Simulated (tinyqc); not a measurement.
Polytypes and stacking faults of a tetrahedral semiconductor in an axial Ising model with couplings up to third neighbours: one step, computed by the program tinyqc.

Each double layer has s = +1 or -1 for the sense of its stacking step; E per pair of atoms = E0 - sum_n J_n <s_i s_(i+n)>, n = 1, 2, 3. Hexagonality h = (1 - <s_i s_(i+1)>)/2.

Question. Back from three energies to J1, J2, J3. With d2, d4, d6 the energies of 2H, 4H, 6H over 3C: d2 = 2 J1 + 2 J3, d4 = J1 + 2 J2 + J3, d6 = (2/3) J1 + (4/3) J2 + 2 J3, so J2 = (d4 - d2/2)/2, J3 = (3/4)(d6 - (2/3) d4), J1 = d2/2 - J3.

E(2H) - E(3C) = 19.76 meV/pair

E(6H) - E(3C) = 4.816 meV/pair

E(4H) - E(3C) = 8.264 meV/pair

Give: J1 recovered; J2 recovered; J3 recovered.

Answer.

J1 recovered = 10.4 meV/pair

J2 recovered = -0.808 meV/pair

J3 recovered = -0.52 meV/pair
